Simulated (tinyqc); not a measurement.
# Lifetime from the low-frequency admittance

Question. At low frequency a p+-n diode with a base of width wb has C_diff/G = (tau/2)(1 - 2 x/sinh 2x), x = wb/sqrt(Dp tau). Find tau, x and the limit of C_diff/G for infinite lifetime, wb^2/(3 Dp).

Values chosen for this exercise:
- Dp = 5.7 cm^2/s (hole diffusion coefficient)
- wb = 0.31 um (width of the neutral base)

G = 90.363712 S/cm^2
C_diff = 0.0048854232 uF/cm^2

Solution. The ratio rises steadily with tau from tau/2 (long base) towards wb^2/(3 Dp) (short base), so one lifetime matches as long as the ratio is below that limit.

tau = 2.00e-9 s
x = 0.290
limit of C_diff/G = 5.62e-11 s

Program tinyqc, `OMP_NUM_THREADS=1 python tinyqc.py 2890190 2890191 out.jsonl`; Intel Xeon 2.30GHz, shared host, one thread, about 0.01 s.
